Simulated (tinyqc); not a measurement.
Collinear exchange A + BC -> AB + C on a London-Eyring-Polanyi-Sato surface: saddle, string of images and rate: one step, computed by the program tinyqc.

x = r(AB), y = r(BC), r(AC) = x + y. V is counted from separated atoms, the barrier from A + BC, that is V + D(BC).

Question. One point of the surface. For each pair, with u = exp(-beta (r - r0)): Q = D [(3 + S) u^2 - (2 + 6 S) u]/(4 (1 + S)), J = D [(1 + 3 S) u^2 - (6 + 2 S) u]/(4 (1 + S)); V = Q1 + Q2 + Q3 - sqrt(((J1 - J2)^2 + (J2 - J3)^2 + (J3 - J1)^2)/2). Take x = r0(AB) + 0.3 and y = r0(BC) + 0.1 angstrom.

Inputs (values chosen for the exercise, for a model exchange):
```
quantity          value        unit
D(AB)              4.81          eV
r0(AB)             1.37    angstrom
beta(AB)           1.89  1/angstrom
D(BC)              4.63          eV
r0(BC)             1.54    angstrom
beta(BC)              2  1/angstrom
D(AC)              3.65          eV
r0(AC)             1.52    angstrom
beta(AC)           1.67  1/angstrom
Sato parameter S  0.084           -
```

Give: the table «Pair terms» with the columns u, Q (eV), J (eV), for pair = AB, BC, AC; V.

Answer.

Pair terms:
```
pair       u   Q (eV)  J (eV)
AB    0.5672  -0.4749  -3.434
BC    0.8187   0.0183  -4.496
AC    0.0503  -0.0995  -0.259
```

V = -4.375 eV
